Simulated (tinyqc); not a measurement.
# Junctionless gate-all-around wire, depletion approximation: two studies

A uniformly doped n-type wire of radius R under a surrounding gate; long channel. Below flat band a shell from radius rc to R is fully depleted and the neutral core, at channel potential V (0 at the source, Vd at the drain), carries the current with constant mobility; s = (rc/R)^2 is the share of the cross-section that conducts. The edge of the depleted shell is taken as abrupt, so there is no subthreshold current.

Parameters, values chosen for the exercise; material values close to those of gallium arsenide:
- eps_r = 13 (relative permittivity of the semiconductor)
- eox = 22 (relative permittivity of the gate insulator)
- tox = 4.7 nm (insulator thickness)
- R = 15 nm (wire radius)
- Nd = 3.8e18 cm^-3 (donor density)
- Vfb = 0.82 V (flat-band voltage)
- mu = 37 cm^2/(V s) (effective mobility in the wire)
- L = 0.05 um (gate length)
- Vd = 0.5 V (drain voltage)

Constants: q = 1.602176634e-19 C, eps0 = 8.8541878128e-14 F/cm where lengths are in cm. Results are converted to the units shown.

Each table varies one quantity; the others keep the values above.

## Effect of the donor density on the threshold

Cox = eps0 eox/(R ln(1 + tox/R)); A = q Nd R^2/(4 eps0 eps_r); B = q Nd R/(2 Cox); VT = Vfb - A - B. The flat-band conductance is G0 = q mu Nd pi R^2/L.

The same in every row: Cox (uF/cm^2) = 4.764.

Result of one run:
```
Nd (cm^-3)   A (V)   B (V)  VT (V)  G0 (uS)
4e18        0.3132  0.1009  0.4059    33.52
```

What becomes of these results when the donor density Nd is changed from 4e18 to 1.4e18 cm^-3, all else the same?

Result of the changed run:
```
Nd (cm^-3)   A (V)    B (V)  VT (V)  G0 (uS)
1.4e18      0.1096  0.03531  0.6751    11.73
```

The whole series:
```
Nd (cm^-3)    A (V)    B (V)   VT (V)  G0 (uS)
4.8e17      0.03758  0.01211   0.7703    4.023
8.1e17      0.06342  0.02043   0.7362    6.788
1.4e18       0.1096  0.03531   0.6751    11.73
2.3e18       0.1801  0.05801   0.5819    19.28
4e18         0.3132   0.1009   0.4059    33.52
6.7e18       0.5246   0.1690   0.1264    56.15
1.1e19       0.8613   0.2774  -0.3187    92.19
```

As Nd goes from 4.8e17 to 1.1e19 cm^-3, VT falls from 0.770 to -0.319 V and G0 rises from 4.02 to 92.2 uS. A + B goes on average as Nd^(1.00). The device is normally off (VT > 0) in 6 of the 7 rows. More conductance costs threshold voltage: the same dopants that conduct must be depleted.

## Transfer curve

s solves Vfb - Vg + V = A (1 - s + s ln s) + B (1 - s), and s = 0 where the left side exceeds A + B. I = (q mu Nd pi R^2/L)[g(s0) - g(sL)], g = A (s^2/4 - (s^2/2) ln s) + B s^2/2, with s0 at V = 0 and sL at V = Vd.

The same in every row: sL = 0.

Transfer curve:
```
Vg (V)       s0  rc at the source (nm)   I (uA)
0.46    0.02178                  2.214  0.01045
0.5     0.05951                  3.659  0.06113
0.55     0.1206                  5.210   0.2025
0.59     0.1812                  6.385   0.3936
0.64     0.2741                  7.853   0.7533
0.68     0.3659                  9.073    1.159
0.72     0.4791                  10.38    1.694
0.77     0.6699                  12.28    2.600
0.81     0.9089                  14.30    3.592
```

Between VT = 0.427 V and flat band, the core radius rises from 2.21 to 14.3 nm and the current rises from 0.0104 to 3.59 uA. The drain end is pinched off in 9 of the 9 rows. ds0/dVg is 0.943 1/V between the first two rows and 5.98 1/V between the last two: the gate acts more strongly when the depleted shell between it and the core is thin. For Vg = 0.46 to 0.5 V the core at the source is under two Debye lengths (at 300 K) in radius, so the abrupt edge fails.

Program tinyqc, `OMP_NUM_THREADS=1 python tinyqc.py 2460011 2460012 out.jsonl`; Intel Xeon 2.30GHz, shared host, one thread, about 0.01 s.
